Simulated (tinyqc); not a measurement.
How thick the regions must be: ionisation potential and affinity of a slab from the planar-averaged potential.

A model of the planar-averaged electrostatic energy of an electron in a periodic cell of N1 periods of A (L1 = N1 n1 h) and N2 periods of vacuum (L2 = N2 n2 h), on z_j = j h: V(z) = f VA + (1 - f) VB + F t(z), VA = V1[0] + V1[1] cos(2 pi z/(n1 h)) + V1[2] cos(4 pi z/(n1 h)), VB the same with V2, n2 and z - L1. f = [tanh(z/w) - tanh((z - L1)/w) + tanh((z - L1 - L2)/w)]/2 + 1/2; t(z) = z - L1/2 in A and (L1/L2)(L1 + L2/2 - z) beyond, so that the cell is periodic.

Running mean over n points, periodic: for odd n the plain mean of the n points centred on j; for even n the n + 1 points with half weight at both ends. The macroscopic average applies the mean over n1 points and then over n2 points.

Values chosen for the exercise (gap near that of Si; not measured data): h = 0.3 angstrom (grid step); n1 = 6 (grid points per period of A); n2 = 7 (grid points per period of the vacuum filter); V1 = (-8.22, 3.33, 0.38) eV (mean and two harmonics of the potential in A); V2 = (0, 0, 0) eV (the same in vacuum); w = 0.5 angstrom (width of the interfaces).

N1 = N2 = N, no slope (F = 0); dV is read at j = floor(N n1/2) and N n1 + floor(N n2/2). The exact value is V2[0] - V1[0].

Results:

| N | L1 (angstrom) | dV (eV) | error (meV) |
|---|---|---|---|
| 1 | 1.80 | 3.7001 | -4519.87 |
| 2 | 3.60 | 7.7526 | -467.38 |
| 3 | 5.40 | 8.2011 | -18.88 |
| 4 | 7.20 | 8.2196 | -0.36 |
| 5 | 9.00 | 8.2200 | -0.01 |
| 6 | 10.80 | 8.2200 | 0.00 |

The error is below 10 meV from N = 4 on. The two windows together span 3.90 angstrom and must fit between the interface tails, which fall as exp(-2 z/w); the errors at N = 2, 3 and 4 are -467.38, -18.88 and -0.36 meV.

Run: tinyqc, `OMP_NUM_THREADS=1 python tinyqc.py 1881086 1881087 out.jsonl`; Intel(R) Xeon(R) Processor @ 2.30GHz, one thread, shared host; about 0.01 s of CPU time with all checks.
